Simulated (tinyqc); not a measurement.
Along the channel and with depth: stress in a transistor channel from embedded alloy regions, liners and fins, by half-space elasticity. Computed by tinyqc, a small Python program. Command: `OMP_NUM_THREADS=1 python tinyqc.py 3023781 3023782 out.jsonl stressor walk`. One thread of a shared host (Intel(R) Xeon(R) Processor @ 2.30GHz), about 0.01 s of CPU time with the checks.

Plane strain in an isotropic half-space, the same constants everywhere; x along the channel from its centre, y downwards from the free surface; stress is positive in tension.

Inputs (values chosen for the exercise, modelled on silicon):

| quantity | value | unit |
|---|---|---|
| alloy fraction x | 0.5 | - |
| lattice change per unit x, beta | 0.041 | - |
| Young's modulus E | 164 | GPa |
| Poisson ratio nu | 0.21 | - |
| channel length L | 24 | nm |
| length of each stressor S | 195 | nm |
| recess depth d | 40 | nm |
| depth of the field point y | 4.1 | nm |

Stressor: Si(1-x)Ge(x) source and drain.

Method. Misfit e = beta x. A fully constrained inclusion holds the stress -p with p = E e/(1 - 2 nu); a blanket film would hold -E e/(1 - nu) in the plane. A line element dA of misfit at (a, c) in the half-space gives, with C = E e/(2 pi (1 - nu)), X = x - a, r1^2 = X^2 + (y - c)^2, r2^2 = X^2 + Y^2, Y = y + c: s_xx = -C dA {[X^2 - (y - c)^2]/r1^4 + 3 [X^2 - Y^2]/r2^4 + 4 y Y (Y^2 - 3 X^2)/r2^6}, s_yy = C dA {[X^2 - (y - c)^2]/r1^4 - [X^2 - Y^2]/r2^4 + 4 y Y (Y^2 - 3 X^2)/r2^6}. These are integrated over two rectangles, L/2 < |a| < L/2 + S, 0 < c < d (closed form in a, 200 Gauss-Legendre points in c).

misfit e = 0.0205

Stress (MPa):

| 2x/L | s_xx at y | s_yy at y | s_xx at d/2 | s_xx at 1.5 d |
|---|---|---|---|---|
| 0.0 | -4308.0 | 50.17 | -2165.8 | 393.52 |
| 0.2 | -4264.1 | 63.77 | -2184.3 | 398.41 |
| 0.4 | -4124.2 | 118.90 | -2238.7 | 412.74 |
| 0.6 | -3874.6 | 285.86 | -2325.6 | 435.53 |
| 0.8 | -3584.9 | 815.98 | -2437.7 | 465.11 |

What follows from these numbers?

Near the surface s_xx changes by -17 % from the centre to 2x/L = 0.8. At the centre, s_xx at half the recess depth is 0.50 of its value at y, and below the recess -0.09. An element acts with the sign of X^2 - (y - c)^2, so its direct term reverses where the offset in depth exceeds the lateral distance, and the image terms that amplify the stress near the surface fade with depth. Caution: at such misfit the regions may relax by dislocations, and linear elasticity is rough.
